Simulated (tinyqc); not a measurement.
Inside a calculation. Method: LDA (VWN5) atom on a uniform radial grid, spin-unpolarised, for Be(2+). Computed by tinyqc, a small Python program that keeps every step. Settings: Z = 4, points = 256, R = 7.1, functional = lda,vwn, mixing = 0.2, iteration cap = 72. Command: `OMP_NUM_THREADS=1 python tinyqc.py 24940 24941 out.jsonl` (the two numbers bound the seeds that draw the settings). One thread of a shared host (Intel(R) Xeon(R) Processor @ 2.60GHz), about 0.9 s of CPU time with the checks.

Spherical atom on a uniform radial grid r_j = j h with h = R/(N + 1), h sum u^2 = 1 and integrals as h times sums, u(0) = u(R) = 0 (atomic units):
```
parameter           value
Z                       4
points N              256
R                7.100000
h                0.027626
mixing           0.200000
electrons in 1s         2
```

Three-point differences turn -u''/2 + [l(l+1)/2r^2 - Z/r + V] u = e u into a tridiagonal matrix (diagonal 1/h^2 + potential, off-diagonal -1/2h^2). D = sum f u^2; the Hartree potential y/r solves y'' = -D/r with y(0) = 0, y(R) = N_e; v_xc comes from rho = D/(4 pi r^2); E = sum f e - int D V + int D (V_H/2 + eps_xc); V(new) = V + mixing (V_H + v_xc - V).

Stop when input and output potentials agree to 1e-7.

Course of the cycle (hartree):
```
iteration           E    e(1s)  largest |V(out) - V(in)|
1          -13.253595  -7.9757                  4.77e+00
2          -13.306942  -7.2826                  3.71e+00
3          -13.341358  -6.7413                  2.89e+00
4          -13.363246  -6.3183                  2.25e+00
5          -13.376993  -5.9875                  1.75e+00
6          -13.385536  -5.7287                  1.36e+00
7          -13.390797  -5.5261                  1.05e+00
8          -13.394013  -5.3673                  8.18e-01
9          -13.395967  -5.2428                  6.35e-01
10         -13.397148  -5.1453                  4.93e-01
11         -13.397859  -5.0687                  3.83e-01
...               ...      ...                       ...
62         -13.398922  -4.7874                  2.25e-06
63         -13.398922  -4.7874                  1.80e-06
64         -13.398922  -4.7874                  1.43e-06
65         -13.398922  -4.7874                  1.14e-06
66         -13.398922  -4.7874                  9.10e-07
67         -13.398922  -4.7874                  7.26e-07
68         -13.398922  -4.7874                  5.79e-07
69         -13.398922  -4.7874                  4.61e-07
70         -13.398922  -4.7874                  3.68e-07
71         -13.398922  -4.7874                  2.93e-07
72         -13.398922  -4.7874                  2.34e-07
```

Can the last value be used, and what does the course show?

Not by the stop rule, although the second column moves by less than 1e-07 over the last three steps; and the uniform grid itself carries an error of order h^2 at the cusp, far above the threshold. Not converged within 72 iterations: the residual falls steadily but slowly, by a factor of about 0.80 a step. Reruns (cap 100 unless said): mixing 0.3: converged in 48; mixing 0.6: converged in 20; the original settings with a cap of 400: converged in 76. Even converged, this uniform grid resolves the cusp poorly and misses the energy of the atom.
